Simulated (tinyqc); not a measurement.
Worked calculation: composition and strain of an epitaxial Si(1-x)Ge(x) layer from Raman and X-ray peaks. Computed by tinyqc, a small Python program that keeps every step. Command: `OMP_NUM_THREADS=1 python tinyqc.py 3029196 3029197 out.jsonl epiraman walk`. One thread of a shared host (Intel(R) Xeon(R) Processor @ 2.30GHz), about 0.01 s of CPU time with the checks. Intermediate numbers are printed to about 6 digits and carried at full precision; extremes and crossings named in words are read from the listed rows.

A (001) layer, biaxially strained in the plane. The Raman peaks follow empirical lines omega = w0 + c1 x + c3 x^3 + b eps (c3 for Si-Ge alone), with eps the in-plane strain.

Inputs (values chosen for the exercise, modelled on silicon-germanium):

| quantity | value | unit |
|---|---|---|
| Ge fraction x | 0.56 | - |
| degree of relaxation R | 0.92 | - |
| Ge fraction y of the buffer | 0.67 | - |
| lattice constant of Si | 5.431 | angstrom |
| lattice constant of Ge | 5.658 | angstrom |
| bowing B | 0.029 | angstrom |
| 2 C12/C11 of Si | 0.778 | - |
| 2 C12/C11 of Ge | 0.759 | - |
| Si-Si: w0 | 521 | 1/cm |
| Si-Si: c1 | -68.8 | 1/cm |
| Si-Si: strain coefficient b | -679 | 1/cm |
| Si-Ge: w0 | 399.9 | 1/cm |
| Si-Ge: c1 | 23.3 | 1/cm |
| Si-Ge: c3 | -33.2 | 1/cm |
| Si-Ge: strain coefficient b | -596 | 1/cm |
| Ge-Ge: w0 | 280.1 | 1/cm |
| Ge-Ge: c1 | 19.8 | 1/cm |
| Ge-Ge: strain coefficient b | -478 | 1/cm |
| uncertainty of a Raman peak | 0.1 | 1/cm |
| X-ray wavelength | 1.540598 | angstrom |

Substrate: relaxed alloy buffer. Pair of peaks used: Si-Ge and Ge-Ge.

## Lattice constants and strain

Relaxed lattice constant a(x) = a_Si + (a_Ge - a_Si) x - B x (1 - x). In-plane constant a_par = a_sub + R (a(x) - a_sub); eps = a_par/a(x) - 1; eps_perp = -(2 C12/C11) eps with 2 C12/C11 linear in x; a_perp = a(x) (1 + eps_perp). The buffer has a_sub = a(y).

relaxed constant a(x) = 5.55097 angstrom

substrate constant a_sub = 5.57668 angstrom

a_par = 5.55303 angstrom

in-plane strain eps = 0.370439 per mille

strain along the normal = -0.284260 per mille

a_perp = 5.54940 angstrom

The layer is under tension in the plane and is shortened along the normal.

## Raman peaks

Insert x and eps in the three lines; the strain part is b eps.

Si-Si peak = 482.220 1/cm

Si-Ge peak = 406.897 1/cm

Ge-Ge peak = 291.011 1/cm

strain parts (1/cm): Si-Si -0.251528, Si-Ge -0.220781, Ge-Ge -0.177070

Read as unstrained, the Si-Si peak would give x = 0.564 in place of 0.56.

## X-ray (004) reflection

Bragg angle theta = arcsin(2 lambda/a) for (004), for the substrate with a_sub and the layer with a_perp; separation in arc seconds.

theta of the substrate = 33.5397 degree

theta of the layer = 33.7266 degree

separation, layer less substrate = 672.909 arcsec

## Back from two peaks to composition and strain

Unknowns x and eps (per mille). Newton steps: J d = (measured - model), J = [d omega/dx, d omega/d eps] for the two peaks; start at x = 0.5, eps = 0; stop when |d| < 1e-9. The peaks are rounded to 0.001 per cm; R = (a(x)(1 + eps) - a_sub)/(a(x) - a_sub).

peaks used (1/cm): Si-Ge 406.897, Ge-Ge 291.011

Iterations:

| step | x | eps (per mille) | residual 1 (1/cm) | residual 2 (1/cm) |
|---|---|---|---|---|
| 0 | 0.500000 | 0.000000 | -5.03000e-01 | 1.011 |
| 1 | 0.567087 | 0.663860 | 2.34158e-01 | 0.000 |
| 2 | 0.560080 | 0.373614 | 2.76169e-03 | 0.000 |
| 3 | 0.559996 | 0.370108 | 3.99546e-07 | 0.000 |
| 4 | 0.559996 | 0.370108 | 0 | 0.000 |

recovered x = 0.559996

recovered eps = 0.370108 per mille

recovered R = 0.92

## Which pair of peaks is best

For each pair invert J = [d omega/dx, d omega/d eps] at the true x. Independent errors of the given size in both peaks give sigma_x and sigma_eps = uncertainty x (norm of the rows of the inverse of J).

Error propagation:

| pair | det J | sigma_x | sigma_eps (per mille) |
|---|---|---|---|
| Si-Si and Si-Ge | 35.6172 | 0.00253661 | 0.194445 |
| Si-Si and Ge-Ge | 46.3306 | 0.00179229 | 0.154525 |
| Si-Ge and Ge-Ge | 15.5935 | 0.00489949 | 0.136792 |

The pair Si-Si and Ge-Ge fixes x best (sigma_x = 0.0018) and Si-Ge and Ge-Ge worst (0.0049), a factor 2.7. Strain moves all peaks the same way, so a good pair needs different ratios of composition slope to strain coefficient, best of opposite sign; the slopes here are -68.8, -7.9 and 19.8 per cm for Si-Si, Si-Ge and Ge-Ge. Errors in the coefficients themselves are not counted.

## Relaxation at fixed composition

(004) Bragg angle theta = arcsin(2 lambda/a), with a = a_perp for the layer and a_sub for the substrate; separation = layer less substrate. The apparent x is the one that a fully strained layer (R = 0) would need to give the same a_perp.

Signatures:

| R | eps (per mille) | Si-Si (1/cm) | Ge-Ge (1/cm) | a_perp (angstrom) | (004) separation (arcsec) | apparent x if R = 0 is assumed |
|---|---|---|---|---|---|---|
| 0.00 | 4.63048 | 479.328 | 288.975 | 5.53125 | 1124.99 | 0.560000 |
| 0.15 | 3.93591 | 479.800 | 289.307 | 5.53421 | 1051.03 | 0.567248 |
| 0.30 | 3.24134 | 480.271 | 289.639 | 5.53717 | 977.17 | 0.574485 |
| 0.50 | 2.31524 | 480.900 | 290.081 | 5.54111 | 878.84 | 0.584115 |
| 0.70 | 1.38915 | 481.529 | 290.524 | 5.54506 | 780.69 | 0.593724 |
| 0.85 | 0.69457 | 482.000 | 290.856 | 5.54802 | 707.18 | 0.600916 |
| 1.00 | 0.00000 | 482.472 | 291.188 | 5.55097 | 633.77 | 0.608098 |

Full relaxation moves the Si-Si peak by +3.14 per cm and shrinks the X-ray separation to 56 % of its strained value, about 1/(1 + 2 C12/C11). A symmetric reflection alone cannot part x from R: a relaxed layer read as strained gives x = 0.608 in place of 0.56. An asymmetric reflection or a second peak is needed.

Checks made by the program: recovered composition (relative difference 8e-06).
